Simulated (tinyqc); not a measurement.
Finite-size error of a charged defect in a periodic cell: Madelung and Makov-Payne terms. Inputs raised by 2 %, one at a time. Computed by tinyqc, a small Python program. Command: `OMP_NUM_THREADS=1 python tinyqc.py 3004451 3004452 out.jsonl imagecharge sens`. One thread of a shared host (Intel(R) Xeon(R) Processor @ 2.30GHz), about 0.08 s of CPU time with the checks.

L is the cube root of the cell volume. The defect charge is a Gaussian, rho(r) = q (2 pi sigma^2)^(-3/2) exp(-r^2/2 sigma^2), repeated periodically in a uniform neutralising background and screened by a continuum. The model cell energy is E(L) = E_0 + [periodic - isolated electrostatic energy].

Inputs (values chosen for the exercise, with screening close to that of beta-Ga2O3): charge q = 3 e; cell length L = 15.1 angstrom; dielectric constant eps = 10.5; width sigma of the defect charge = 1.6 angstrom; formation energy of the isolated defect E_0 = 3.661 eV.

Supercell lattice: fcc. Screening: isotropic.

Constants: e^2/(4 pi eps_0) = 14.39964548 eV angstrom.

Method:
- Cell vectors: (0,1,1), (1,0,1), (1,1,0), scaled to volume L^3.
- Ewald sum for a unit point charge: scale each Cartesian component of the cell by 1/sqrt(eps_i), giving R', G' and V'; E = [ (1/2) sum erfc(eta R')/R' + (2 pi/V') sum exp(-G'^2/4 eta^2)/G'^2 - eta/sqrt(pi) - pi/(2 V' eta^2) ] e^2/(4 pi eps_0) / sqrt(eps_x eps_y eps_z), over n_i = -6..6, omitting n = (0,0,0), eta = 2/V'^(1/3). alpha = -2 E eps_g L/(e^2/(4 pi eps_0)), eps_g = (eps_x eps_y eps_z)^(1/3).
- Periodic energy of the Gaussian: (2 pi q^2/V) sum_(G != 0) exp(-sigma^2 G^2)/(G.eps.G) x e^2/(4 pi eps_0), n_i = -k..k with k = max(9, L/sigma rounded up). Isolated energy: q^2/(2 sqrt(pi) sigma) <1/(n.eps.n)> e^2/(4 pi eps_0), the mean over directions n, here 1/eps.
- Second radial moment Q = q <r^2> = 3 q sigma^2; E(corrected) = E(L) + q^2 alpha e^2/(4 pi eps_0)/(2 eps L) - 2 pi q Q e^2/(4 pi eps_0)/(3 eps L^3). Errors left are the corrected energies less E_0.

Runs; columns: (1) input moved; (2) from; (3) to; (4) finite-size error (eV); (5) Madelung constant alpha; (6) isolated energy (eV); (7) error left after the first term (eV):
```
(1)                                           (2)     (3)      (4)     (5)     (6)       (7)
base run                                        -       -  -1.1228  2.8883  2.1761  0.057663
cell length L (angstrom)                     15.1  15.402  -1.1029  2.8883  2.1761  0.054337
dielectric constant eps                      10.5   10.71  -1.1007  2.8883  2.1334  0.056532
width sigma of the defect charge (angstrom)   1.6   1.632  -1.1204  2.8883  2.1334  0.059992
```

Exponents ln(y'/y) / ln(x'/x):
```
input                             finite-size error  Madelung constant alpha  isolated energy  error left after the first term
cell length L                                -0.899                        0                0                               -3
dielectric constant eps                      -1.000                        0               -1                               -1
width sigma of the defect charge             -0.105                        0               -1                                2
```

Among the inputs moved here: finite-size error answers most in size to dielectric constant eps (exponent -1.000), next to cell length L (-0.899). Its exponent -1.000 in dielectric constant eps: isotropic screening divides every term by eps. Madelung constant alpha hardly depends on these (all exponents below 0.005). Isolated energy answers most in size to dielectric constant eps (exponent -1.000), and about equally to width sigma of the defect charge (-1.000); its exponent is below 0.0005 for cell length L. Its exponent -1.000 in width sigma of the defect charge: the self-energy goes as 1/sigma. Error left after the first term answers most in size to cell length L (exponent -3.000), next to width sigma of the defect charge (+2.000). Its exponent -3.000 in cell length L: the third-order term goes as 1/L^3. Its exponent +2.000 in width sigma of the defect charge: the third-order term goes as sigma^2.
